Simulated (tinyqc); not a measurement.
Worked calculation: RHF in the sto-3g basis, for BeH2, spin multiplicity 1. One step of it, computed by the program tinyqc.

Problem. Iteration 2: DIIS coefficients. Solve [B -1; -1 0][c; lambda] = [0; -1] for the coefficients, which sum to one.

B (overlaps of the stored error matrices):
```
               1              2
1  1.4065325e-01  1.6670916e-02
2  1.6670916e-02  2.5737822e-03
```

Give: DIIS coefficients.

Solution.

DIIS coefficients: -0.128  1.128
